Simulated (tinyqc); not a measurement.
Debye-Callaway model of lattice thermal conductivity: one step, computed by the program tinyqc.

Three acoustic branches with one velocity v, cut at omega_D = k_B Theta/hbar; x = hbar omega/(k_B T). v and Theta are separate inputs: Theta cuts off the heat-carrying modes, so C need not reach 3 k_B/V. gamma is an effective value that sets the umklapp rate.

Problem. The integrand on a coarse grid. Rates: point defects A omega^4; umklapp B omega^2 T exp(-Theta/(b T)) with B = hbar gamma^2/(M v^2 Theta). Boundaries: v/L. x runs in ten equal steps to min(Theta/T, 12); g = x^4 e^x/(e^x - 1)^2; tau_C is the inverse of all rates summed; the last column is c tau_C g with c = (k_B/(2 pi^2 v)) (k_B T/hbar)^3.

Inputs (values chosen for the exercise, modelled on magnesium oxide):

| quantity | value | unit |
|---|---|---|
| sound velocity v | 6820 | m/s |
| Debye temperature Theta | 750 | K |
| mean atomic mass M | 20.15 | u |
| effective Grueneisen parameter gamma | 3.42 | - |
| umklapp exponent divisor b | 3 | - |
| Casimir length L | 810 | micrometre |
| temperature T | 150 | K |

Sample: crystal. Point defects: alloy. Normal processes: left out.

Rayleigh coefficient A = 7.932264e-44 s^3

Constants: k_B = 1.380649e-23 J/K; hbar = 1.054571817e-34 J s; u = 1.6605390666e-27 kg.

Give: Integrand.

Solution.

Integrand:

| x | g | tau_C (s) | c tau_C g (W/(m K)) |
|---|---|---|---|
| 0.5 | 0.245 | 2.753e-10 | 52.36 |
| 1.0 | 0.921 | 4.282e-11 | 30.62 |
| 1.5 | 1.872 | 1.167e-11 | 16.96 |
| 2.0 | 2.896 | 4.256e-12 | 9.57 |
| 2.5 | 3.806 | 1.876e-12 | 5.55 |
| 3.0 | 4.466 | 9.438e-13 | 3.27 |
| 3.5 | 4.818 | 5.231e-13 | 1.96 |
| 4.0 | 4.865 | 3.120e-13 | 1.18 |
| 4.5 | 4.658 | 1.972e-13 | 0.71 |
| 5.0 | 4.269 | 1.305e-13 | 0.43 |

The integrand is largest at the lowest frequency shown, whose long lifetime outweighs its small heat capacity.
